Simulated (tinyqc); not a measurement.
Inside a calculation. Model: MOS inversion layer, Poisson-Schroedinger loop.

Program tinyqc, `OMP_NUM_THREADS=1 python tinyqc.py 2160013 2160014 out.jsonl`; Intel Xeon 2.30GHz, shared host, one thread, about 0.5 s. Printed values are rounded.

Electrons confined at an insulator interface at z = 0, treated as a hard wall; parabolic valleys, Hartree approximation, no image or exchange terms. The depletion charge lies far deeper than the electrons and gives a uniform field q Nd/(eps0 eps_r); the gate balances all charge. Energies are counted from the band edge at the interface.

Inputs (values chosen for the exercise); masses and permittivity close to those of silicon (100):
```
symbol   value   unit                                     meaning
T          300      K                                 temperature
eps_r     11.9                              relative permittivity
mz1      0.931     m0  mass along z of valley set A (2 valley(s))
md1      0.189     m0    in-plane density-of-states mass of set A
mz2       0.19     m0  mass along z of valley set B (4 valley(s))
md2       0.41     m0    in-plane density-of-states mass of set B
Ns      3.5e12  cm^-2                  sheet density of electrons
Nd      5.7e11  cm^-2           sheet density of depletion charge
dE           0     eV               extra shift of set B (strain)
hz        0.86     nm                                   mesh step
a          0.3                                      mixing factor
```

Constants: q = 1.602176634e-19 C, kB = 1.380649e-23 J/K, hbar = 1.054571817e-34 J s, m0 = 9.1093837015e-31 kg, Vt = kB T/q, eps0 = 8.8541878128e-14 F/cm where lengths are in cm, hbar^2/(2 m0) = 0.0380998212 eV nm^2. Results are converted to the units shown.

## Fixed part of the potential

z, node 1 to 19 (nm): 0.86  1.72  2.58  3.44  4.3  5.16  6.02  6.88  7.74  8.6  9.46  10.32  11.18  12.04  12.9  13.76  14.62  15.48  16.34

V0 = q Nd z/(eps0 eps_r) in eV.

fixed potential V0, node 1 to 19 (eV): 0.007454  0.014908  0.022362  0.029816  0.037270  0.044724  0.052178  0.059632  0.067086  0.074540  0.081994  0.089448  0.096902  0.104356  0.111810  0.119264  0.126718  0.134172  0.141626

## Round 1: levels and probability densities

self-consistent potential U at the start, node 1 to 19 (eV): 0  0  0  0  0  0  0  0  0  0  0  0  0  0  0  0  0  0  0

Tridiagonal Hamiltonian with psi = 0 one step beyond both ends: H_ii = C (1/m_(i-1/2) + 1/m_(i+1/2))/hz^2 + V0_i + U_i (+ dE for the set B), H_(i,i+1) = -C/(m_(i+1/2) hz^2), C = hbar^2/(2 m0). The lowest 2 level(s) of each valley set are kept, normalised to hz sum |psi|^2 = 1. The mass is the same on all intervals.

levels (eV): A1 0.033649, A2 0.058334, B1 0.057540, B2 0.100467

```
node	|psi|^2 of A1 (1/nm)	|psi|^2 of A2 (1/nm)	|psi|^2 of B1 (1/nm)	|psi|^2 of B2 (1/nm)
1	0.140439	0.128033	0.030832	0.030441
2	0.327289	0.149466	0.101598	0.083575
3	0.331393	0.012540	0.169561	0.097646
4	0.213276	0.055434	0.203748	0.060444
5	0.099842	0.213005	0.197877	0.013262
6	0.036412	0.262053	0.164046	0.001796
7	0.010785	0.190432	0.119766	0.036558
8	0.002669	0.097538	0.078553	0.093619
9	0.000563	0.038245	0.046932	0.140369
10	0.000103	0.012045	0.025801	0.157781
11	0.000017	0.003145	0.013154	0.145763
12	0.000002	0.000696	0.006256	0.115837
13	0.000000	0.000133	0.002789	0.081268
14	0.000000	0.000022	0.001169	0.051100
15	0.000000	0.000003	0.000461	0.028992
16	0.000000	0.000000	0.000171	0.014790
17	0.000000	0.000000	0.000058	0.006624
18	0.000000	0.000000	0.000017	0.002405
19	0.000000	0.000000	0.000003	0.000519
```

## Round 1: Fermi level and occupations

Level k holds N_k = D_k Vt ln(1 + exp((EF - E_k)/Vt)) with D = 2 md1 m0 q/(pi hbar^2) for the set A, D = 4 md2 m0 q/(pi hbar^2) for the set B per eV (spin included); EF is fixed by sum N_k = Ns.

EF = -5.06209e-4 eV
N_k (cm^-2): A1 9.65466e11, A2 3.99041e11, B1 1.78262e12, B2 3.52876e11

## Round 1: density, output potential and mixing

n_i = sum_k N_k |psi_k|^2 (converted to cm^-3). Hartree part by Gauss: on the interval before node i the electrons still beyond are S_i = Ns - hz sum_(j<i) n_j, and U_i = U_(i-1) + q S_i hz/(eps0 eps_r) in eV, U_0 = 0 at the interface. Mixing: U(new) = U + a (U(out) - U).

```
node	n (1e18 cm^-3)	U(out) (eV)	U after round 1 (eV)
1	2.52383	0.045770	0.0137310
2	5.86232	0.088702	0.0266105
3	6.61673	0.125040	0.0375121
4	6.12564	0.153938	0.0461813
5	5.38810	0.175946	0.0527837
6	4.32788	0.191894	0.0575683
7	3.12800	0.202976	0.0608927
8	2.14565	0.210539	0.0631617
9	1.48999	0.215689	0.0647068
10	1.06577	0.219164	0.0657491
11	0.76155	0.221440	0.0664319
12	0.52309	0.222859	0.0668578
13	0.33702	0.223691	0.0671072
14	0.20125	0.224143	0.0672428
15	0.11054	0.224369	0.0673106
16	0.05523	0.224470	0.0673411
17	0.02441	0.224510	0.0673529
18	0.00879	0.224522	0.0673565
19	0.00189	0.224524	0.0673572
```

## Course of the self-consistent loop

Start from U = 0. Stop when the largest |U(out) - U| is below 1e-7 eV, or after 60 rounds. From round 2 on: Anderson mixing of depth m keeps the last m inputs V and residuals F = V(out) - V(in), fits c by least squares to F = dF c over their successive differences dF, dV, and sets V(new) = V + a F - (dV + a dF) c. Here m = 3.

Course of the iteration:
```
round	level A1 (eV)	EF (eV)	largest |U(out) - U| (eV)
1	0.0336487	-5.06209e-4	0.225
2	0.0647845	0.0420745	0.0974
3	0.0945164	0.0795087	0.0222
4	0.108347	0.0944118	4.51e-3
5	0.111705	0.0970142	8.97e-4
6	0.112060	0.0973182	5.08e-4
7	0.112395	0.0975966	9.23e-5
8	0.112410	0.0975991	4.45e-5
9	0.112430	0.0976135	9.31e-6
10	0.112436	0.0976183	2.06e-6
11	0.112436	0.0976185	1.52e-6
12	0.112436	0.0976183	5.84e-7
13	0.112436	0.0976183	3.19e-7
14	0.112436	0.0976183	1.82e-7
15	0.112436	0.0976183	9.78e-8
```

Converged in 15 rounds.

## Converged levels, occupations and centroid

converged U, node 1 to 19 (eV): 0.045770  0.078850  0.099589  0.112642  0.120624  0.125458  0.128475  0.130424  0.131695  0.132505  0.132998  0.133282  0.133435  0.133512  0.133548  0.133563  0.133568  0.133570  0.133570

Solve for the levels with V0 + U, find EF, n_i = sum_k N_k |psi_k|^2 (in cm^-3); share of each level N_k/Ns; centroid sum n z/sum n.

levels (eV): A1 0.112436, A2 0.164025, B1 0.165609, B2 0.222473
EF = 0.0976183 eV
shares (%): A1 52.1430, A2 8.6120, B1 35.2180, B2 4.0270
n, node 1 to 19 (in units of 1e19 cm^-3): 1.12833  1.09745  0.68333  0.45090  0.27993  0.16161  0.09489  0.06035  0.04098  0.02813  0.01864  0.01164  0.00678  0.00366  0.00183  0.00084  0.00035  0.00012  0.00002
centroid = 2.50972 nm

An 800-node mesh to 27 nm with 8 levels a set gives A1 = 0.1149 eV, EF = 0.09971 eV and a centroid of 2.716 nm; the levels kept above hold 95.3 % of the electrons there. The coarse centroid is 7.6 % below the fine one.

## Closed-form estimates

Triangular well: E_k = a_k (C F^2/mz)^(1/3), a_1 = 2.338107, a_2 = 4.087949, C = hbar^2/(2 m0), F in eV/nm. Fang-Howard (all electrons in the lowest level of set A): b^3 = 6 (mz1/C) q (Nd + 11 Ns/32)/(eps0 eps_r), centroid 3/b, level C b^2/(4 mz1) + (3/b) q (Nd + 11 Ns/16)/(eps0 eps_r). Use F = q (Nd + Ns)/(eps0 eps_r), the surface field, and F = q (Nd + Ns/2)/(eps0 eps_r).

A1 with the surface field = 0.126065 eV
A1 with Nd + Ns/2 = 0.0866677 eV
A2 with Nd + Ns/2 = 0.151530 eV
b = 1.58117 1/nm
Fang-Howard centroid = 1.89733 nm
Fang-Howard level = 0.111445 eV

Against the self-consistent A1 = 0.1149 eV on a fine mesh, the surface-field estimate is 9.7 % above it, the half-charge one 25 % below it and Fang-Howard 3.0 % below it. A1 holds 51.5 % of the electrons, and the Fang-Howard centroid is 30 % below the full one.
